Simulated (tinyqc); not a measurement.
Gap voltage and exponent from three temperatures.

Inverse problem. At constant current VBE(T) = Vg0 - a T - eta (kB T/q) ln T, where a is a constant. Find Vg0, eta and dVBE/dT at the middle temperature.

Constants: q = 1.602176634e-19 C, kB = 1.380649e-23 J/K. Results are converted to the units shown.

T (K): 233  273  390
VBE at a constant current (V): 0.7853176870  0.7112405349  0.4854450024

Answer. The relation is linear in Vg0, a and eta, so three points give a linear system; the slope is (VBE - Vg0 - eta kB T/q)/T. eta rests on the curvature of VBE(T) alone, so real fits need accuracy of some tens of microvolts or better.

Vg0 = 1.14 V
eta = 3.40
dVBE/dT = -1.87 mV/K

Numbers from tinyqc (`OMP_NUM_THREADS=1 python tinyqc.py 2062092 2062093 out.jsonl`; about 0.02 s on one thread of a shared Intel Xeon 2.30GHz).
